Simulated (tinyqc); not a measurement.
Balance functions: hot carriers by balance equations with a heated Maxwellian. Computed by tinyqc, a small Python program. Command: `OMP_NUM_THREADS=1 python tinyqc.py 3028815 3028816 out.jsonl hot walk`. One thread of a shared host (Intel(R) Xeon(R) Processor @ 2.30GHz), about 0.02 s of CPU time with the checks.

The carriers follow a Maxwellian at an electron temperature T_e, slightly displaced; the drift energy is neglected against k_B T_e. The balance averages the rate, not the time, so mu_0 lies below the relaxation-time value.

Inputs (values chosen for the exercise, modelled on electrons in diamond):

| quantity | value | unit |
|---|---|---|
| effective mass m | 0.476 | m_0 |
| density rho | 3515 | kg/m^3 |
| sound velocity v_l | 18400 | m/s |
| acoustic deformation potential D_A | 8.7 | eV |
| phonon energy hbar w | 138 | meV |
| optical or intervalley deformation potential D_o | 8.1 | 1e8 eV/cm |
| final valleys Z_f | 5 | - |
| lattice temperature T | 300 | K |

Band: parabolic. Solver: Newton.

Constants: k_B = 8.617333262e-05 eV/K; k_B = 1.380649e-23 J/K; e = 1.602176634e-19 C; hbar = 1.054571817e-34 J s; m_0 = 9.1093837015e-31 kg; hbar = 6.582119569e-16 eV s.

Method:
- Parabolic band: E = hbar^2 k^2/(2 m), speed v = hbar k/m, states per spin, volume and energy g(E) = m k/(2 pi^2 hbar^2). Masses are multiplied by m_0 and all formulas are in SI units.
- Phonon occupation N_q = 1/(exp(hbar w/(k_B T)) - 1).
- Acoustic deformation potential (elastic, equipartition, absorption and emission together): 1/tau = 2 pi k_B T D_A^2 g(E)/(hbar rho v_l^2).
- Optical or intervalley deformation potential: 1/tau = (pi Z_f D_o^2/(rho w)) [N_q g(E + hbar w) + (N_q + 1) g(E - hbar w)], with g = 0 below the band edge.
- Averages over the Maxwellian, <y> = int y x^(1/2) exp(-x) dx / int x^(1/2) exp(-x) dx with x = E/(k_B T_e), split at x_0 = hbar w/(k_B T_e): 64 Gauss-Legendre points in sqrt(x) below it and 128 in sqrt(x - x_0) above it, up to x = 32. Momentum balance: mu(T_e) = e/(m nu), nu = <x (sum of rates)>/<x>. Power lost per carrier: P(T_e) = hbar w <emission rate - absorption rate> + <(2 m v_l^2/(k_B T)) (E - 2 k_B T) acoustic rate>.
- The field that sustains T_e follows from e mu F^2 = P.

Against the electron temperature:

| T_e (K) | mu (cm^2/(V s)) | P optical (1e9 eV/s) | P acoustic (1e9 eV/s) | F (kV/cm) | drift velocity (1e7 cm/s) |
|---|---|---|---|---|---|
| 330 | 3277.6 | 4.4151e+00 | 1.9617e-01 | 1.186 | 0.3888 |
| 390 | 2435.9 | 1.7504e+01 | 6.3979e-01 | 2.729 | 0.6648 |
| 480 | 1648.9 | 4.7481e+01 | 1.4196e+00 | 5.446 | 0.8979 |
| 600 | 1104.4 | 1.0312e+02 | 2.6452e+00 | 9.786 | 1.0808 |
| 900 | 599.6 | 2.8304e+02 | 6.4794e+00 | 21.973 | 1.3176 |
| 1500 | 341.6 | 6.6236e+02 | 1.6730e+01 | 44.584 | 1.5232 |
| 2400 | 232.4 | 1.1424e+03 | 3.7033e+01 | 71.233 | 1.6557 |
| 3600 | 176.5 | 1.6438e+03 | 7.1274e+01 | 98.589 | 1.7396 |

What does the comparison show, and why?

Optical phonons take 96 % of the power in the first row and 96 % in the last. The velocity grows as F^0.64 at first and as F^0.15 at the end, so it levels off; if optical phonons alone set both balances the limit at high T_e would be sqrt(3 hbar w tanh(hbar w/2 k_B T)/(4 m)) = 1.95 in the same unit. Rows above 1400 K (k_B T_e > 0.12 eV) stretch the parabolic band.
